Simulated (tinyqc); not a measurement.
Kissinger analysis: growth of a silicide layer between metal and silicon: linear-parabolic kinetics, ramp anneals and Kissinger analysis. Computed by tinyqc, a small Python program. Command: `OMP_NUM_THREADS=1 python tinyqc.py 3018660 3018661 out.jsonl silicide walk`. One thread of a shared host (Intel(R) Xeon(R) Processor @ 2.30GHz), about 0.1 s of CPU time with the checks.

One compound layer of thickness x grows by diffusion through itself and reaction at an interface, dx/dt = 1/(2x/K + 1/v), until the metal is used up at x = a h.

Inputs (values chosen for the exercise, modelled on CoSi):

| quantity | value | unit |
|---|---|---|
| metal thickness h | 4.8 | nm |
| silicide formed per metal thickness a | 2.02 | - |
| prefactor of the parabolic constant K | 3.3e+14 | nm^2/s |
| activation energy E of K | 1.9 | eV |
| prefactor of the interface velocity v | 4.5e+14 | nm/s |
| activation energy E_v | 2.09 | eV |

Constants: k_B = 8.617333262e-05 eV/K.

Method:
- The silicide ends at the thickness a h.
- K = K0 exp(-E/(k_B T)), v = v0 exp(-E_v/(k_B T)).
- Temperatures in kelvin are T(C) + 273.15.
- Ramp from x = 0 at 100 C at the rate beta: dx/dT = (1/beta)/(2x/K + 1/v), integrated adaptively (tolerance 1e-9) until x = a h at T_f.
- Plot ln(beta/T_f^2) against 1/(k_B T_f), T_f in kelvin; minus the least-squares slope estimates the activation energy.

final thickness = 9.696 nm

Ramps:

| beta (C/s) | T_f (C) | 1/(k_B T_f) (1/eV) | ln(beta/T_f^2) |
|---|---|---|---|
| 0.03 | 374.88 | 17.907 | -16.454 |
| 0.1 | 395.87 | 17.346 | -15.314 |
| 0.3 | 416.25 | 16.833 | -14.276 |
| 1 | 440.07 | 16.271 | -13.140 |
| 3 | 463.29 | 15.758 | -12.105 |
| 10 | 490.55 | 15.195 | -10.974 |
| 30 | 517.25 | 14.682 | -9.944 |

Kissinger energy = 2.0184 eV

A thousandfold faster ramp raises the completion temperature by only 142 C. The fit gives 2.018 eV, against E = 1.9 eV for diffusion and E_v = 2.09 eV for the interface: it lies 62 % of the way from E to E_v, as both steps resist. Caution: nucleation and competing phases are left out; disilicides such as CoSi2 and the low-resistance form of TiSi2 start by nucleation and follow this law at best in part.

Extremes, crossings and ranges named in words are read from the listed rows.
